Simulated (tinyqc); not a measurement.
Electron mobility in a silicon inversion layer, empirical terms and Matthiessen rule: effect of the charge at the interface.

Inversion layer of sheet density Ns on a uniformly doped body, under a high-permittivity gate with an interlayer. The mobility terms are empirical power laws with prefactors chosen for the exercise; adding their inverses (Matthiessen) is itself an approximation.

ni = sqrt(Nc Nv) exp(-Eg/(2 Vt)), Eg in volts; Ndep = sqrt(2 eps0 eps_r Nb (2 Vt ln(Nb/ni) + Vsb)/q); E = q (Ndep + eta Ns)/(eps0 eps_r), in MV/cm. With t = T/(300 K): muC = Ac (Ns/1e12 cm^-2) t/(Nb/1e17 cm^-3 + Nit/1e11 cm^-2), muP = Ap E^(-1/3) t^(-1.75), muS = As E^(-gs), muR = Ar exp(2 ti/lr)/t; 1/mu is the sum of the inverses.

Parameters, values chosen for the exercise; material values close to those of silicon:
- T = 250 K (temperature)
- Eg = 1.12 eV (band gap)
- eps_r = 11.6 (relative permittivity of the semiconductor)
- Nc = 2.15e19 cm^-3 (conduction-band density of states at T)
- Nv = 2e19 cm^-3 (valence-band density of states at T)
- Nb = 3.7e17 cm^-3 (body doping)
- Vsb = 0 V (reverse body bias)
- eta = 0.5 (weight of the inversion charge in the effective field)
- Ap = 435 cm^2/(V s) (phonon-limited mobility at 1 MV/cm and 300 K)
- As = 1090 cm^2/(V s) (roughness-limited mobility at 1 MV/cm)
- gs = 2 (exponent of the roughness term)
- Ac = 3900 cm^2/(V s) (Coulomb prefactor)
- Ar = 160 cm^2/(V s) (remote-phonon mobility without interlayer)
- ti = 1.2 nm (interlayer thickness)
- lr = 0.7 nm (decay length of remote phonons)
- Ns = 2.9e12 cm^-2 (inversion density)

Constants: q = 1.602176634e-19 C, kB = 1.380649e-23 J/K, Vt = kB T/q, eps0 = 8.8541878128e-14 F/cm where lengths are in cm. Results are converted to the units shown.

The same in every row: E (MV/cm) = 0.55674; muP (cm^2/(V s)) = 727.51; muS (cm^2/(V s)) = 3516.6; muR (cm^2/(V s)) = 5919.9.

Results:
```
Nit (cm^-2)  muC (cm^2/(V s))  mu (cm^2/(V s))
1e10                   2480.3           448.23
3.2e10                 2344.5           443.58
1e11                   2005.3           429.83
3.2e11                 1365.9           390.64
3.2e12                 264.01           178.07
1e13                   90.887           77.939
```

Estimate the missing row, Nit = 1e12 cm^-2.

Computed row:
```
Nit (cm^-2)  muC (cm^2/(V s))  mu (cm^2/(V s))
1e12                   687.96           304.75
```

With this row back in the table: As Nit goes from 1e10 to 1e13 cm^-2, E stays at 0.557 MV/cm and mu falls from 448 to 77.9 cm^2/(V s). The smallest term is the phonon one in the first row and the Coulomb one in the last.

Numbers from tinyqc (`OMP_NUM_THREADS=1 python tinyqc.py 2510088 2510089 out.jsonl`; about 0.01 s on one thread of a shared Intel Xeon 2.30GHz).
